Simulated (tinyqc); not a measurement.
Inside a calculation. Method: CIS on RHF in the sto-6g basis, for H3-, spin multiplicity 1. The basis has no diffuse functions, so it cannot describe the extra electron: this is an exercise in the method, not the real anion. One step of it, computed by the program tinyqc.

Task: CIS matrix, triplets. A(ia,jb) = (e_a - e_i) d_ij d_ab - (ij|ab).

orbital energies (hartree): MO1 -0.132453, MO2 0.540502, MO3 0.858251

Two-electron integrals over orbitals (pq|rs), unique and non-zero (hartree):
```
(11|11) 0.585593    (21|11) -0.000231   (21|21) 0.122067    (22|11) 0.540787
(22|21) 0.000647    (22|22) 0.648679    (31|11) 0.033475    (31|21) 0.000078
(31|22) -0.102118   (31|31) 0.159609    (32|11) 0.000115    (32|21) -0.102162
(32|22) -0.000331   (32|31) -0.000450   (32|32) 0.099284    (33|11) 0.578425
(33|21) -0.000496   (33|22) 0.517613    (33|31) 0.069063    (33|32) 0.000272
(33|33) 0.611144
```

Give: CIS matrix A, triplet.

Result:

CIS matrix A, triplet (hartree):
```
        1>3      2>3
1>3  0.4123   0.0005
2>3  0.0005  -0.1999
```
